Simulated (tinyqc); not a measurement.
# Band bending at a free surface with a continuum of surface states, surface photovoltage and Kelvin probe: what changes with what

n-type bulk, xi = Ec - EF = Vt ln(Nc/Nd), p0 = ni^2/Nd, ni = sqrt(Nc Nv) exp(-Eg/(2 Vt)), Eg in volts. b is the upward band bending, u = b/Vt. Space charge per area, in units of q: Qc = sign(b) sqrt((2 eps0 eps_r Vt/q) [(Nd + dn)(exp(-u) - 1) + Nd u + (p0 + dn)(exp(u) - 1)]), with dn the excess density under light (flat quasi-Fermi levels; 0 in the dark). The states hold -Ds (E0 - xi - b): negative while the Fermi level lies above the neutrality level. Neutrality: Qc + Qf + (charge of the states) = 0.

Values chosen for this exercise; band and dielectric values close to those of 4H silicon carbide: temperature T = 300 K; band gap Eg = 3.31 eV; relative permittivity eps_r = 9.88; conduction-band density of states at T Nc = 1.7e19 cm^-3; valence-band density of states at T Nv = 2.52e19 cm^-3; electron affinity chi = 3.66 eV; donor density Nd = 1.5e16 cm^-3; fixed positive charge at the surface Qf = 2.3e11 cm^-2; work function of the probe tip pt = 4.75 eV; density of surface states Ds = 4.1e12 cm^-2 eV^-1; depth of their neutrality level below the conduction edge E0 = 0.67 eV.

Constants: q = 1.602176634e-19 C, kB = 1.380649e-23 J/K, Vt = kB T/q, eps0 = 8.8541878128e-14 F/cm where lengths are in cm. Results are converted to the units shown.

Each table varies one quantity; the others keep the values above.

## Kelvin-probe contrast of the doping

Work function chi + xi + b; contact potential difference CPD = (work function of the sample) - pt. b solves the neutrality condition in the dark.

Results:

| Nd (cm^-3) | xi (eV) | b (V) | CPD (mV) |
|---|---|---|---|
| 1.2e14 | 0.3066 | 0.3026 | -480.7 |
| 3.8e14 | 0.2768 | 0.3284 | -484.7 |
| 1.2e15 | 0.2471 | 0.3509 | -492.0 |
| 4e15 | 0.2160 | 0.3681 | -505.9 |
| 1.3e16 | 0.1855 | 0.3742 | -530.3 |
| 1.3e17 | 0.1260 | 0.3281 | -635.9 |
| 4.3e17 | 0.09506 | 0.2620 | -732.9 |
| 1.4e18 | 0.06455 | 0.1777 | -847.8 |

Estimate the missing row, Nd = 4.1e16 cm^-3.

Computed row:

| Nd (cm^-3) | xi (eV) | b (V) | CPD (mV) |
|---|---|---|---|
| 4.1e16 | 0.1558 | 0.3633 | -570.9 |

With this row back in the table: xi falls by 242 mV over the table and the CPD by 367 mV; b goes from 0.303 through a maximum of 0.374 (at Nd = 1.3e16 cm^-3 among the rows listed) to 0.178 V. Between the first two rows the CPD follows 13.4 % of the change of xi, and between the last two 376 %. It is below 100 % where b rises with the doping (pinning hides it). It exceeds 100 % where b falls as the doping rises.

## Pinning by the surface states

Same model as above.

Pinning by the surface states:

| Ds (cm^-2 eV^-1) | b (V) | xi + b (eV) | Qc (cm^-2) |
|---|---|---|---|
| 2.4e10 | -0.069615 | 0.11220 | -2.1661e11 |
| 6.7e10 | -0.064880 | 0.11693 | -1.9294e11 |
| 1.8e11 | -0.050824 | 0.13099 | -1.3298e11 |
| 5.1e11 | 0.0086403 | 0.19046 | 1.4568e10 |
| 1.4e12 | 0.20242 | 0.38424 | 1.7007e11 |
| 3.9e12 | 0.36847 | 0.55028 | 2.3690e11 |
| 1.1e13 | 0.44350 | 0.62531 | 2.6155e11 |
| 2.9e13 | 0.47094 | 0.65276 | 2.7001e11 |
| 8.1e13 | 0.48197 | 0.66379 | 2.7334e11 |

What does the comparison show?

b rises from -0.0696 to 0.482 V. The Fermi level moves towards E0 = 0.67 eV and is within 6.21 meV of it in the last row; it is half-way there at the Ds that solves Ds b = Qc(b) + Qf with b = (E0 - xi)/2, 1.72e12 cm^-2 eV^-1.

Numbers from tinyqc (`OMP_NUM_THREADS=1 python tinyqc.py 2430110 2430111 out.jsonl`; about 0.01 s on one thread of a shared Intel Xeon 2.30GHz).
